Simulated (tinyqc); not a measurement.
Probe couplings from its potential.

Problem. One voltage probe p sits between leads L (mu = 1) and R (mu = 0) without magnetic field: mu_p = T_pL/(T_pL + T_pR), T_eff = T_RL + T_pL T_pR/(T_pL + T_pR). Find T_pL and T_pR.

T_RL = 0.3
mu_p = 0.48809524
T_eff = 0.50988095

Solution. T_eff - T_RL equals T_pL (1 - mu_p) and also T_pR mu_p.

T_pL = 0.410
T_pR = 0.430

Computed by the program tinyqc: `OMP_NUM_THREADS=1 python tinyqc.py 2700114 2700115 out.jsonl`, one thread of a shared Intel Xeon 2.30GHz, about 0.01 s for the whole run.
